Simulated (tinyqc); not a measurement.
Lattice vibrations of a chain, step by step. One step of it, computed by the program tinyqc.

Problem. Frequencies. omega^2 are the eigenvalues; wavenumber = 521.4708 sqrt(eigenvalue) 1/cm.

D(q) (eV/(angstrom^2 u)):
```
,1,2,3
1,0.367372,-0.238035+0.015965i,0.293705+0.203959i
2,-0.238035-0.015965i,1.336634,-0.597336+0.029575i
3,0.293705-0.203959i,-0.597336-0.029575i,1.405983
```

Give: eigenvalues; wavenumbers; weights |e|^2 of the mass-weighted modes.

Solution.

eigenvalues: 0.228  0.817  2.065

wavenumbers (1/cm): 248.9  471.5  749.3

weights |e|^2 of the mass-weighted modes:
```
,mode 1,mode 2,mode 3
atom 1,0.876,0.071,0.053
atom 2,0.034,0.534,0.432
atom 3,0.090,0.395,0.515
```
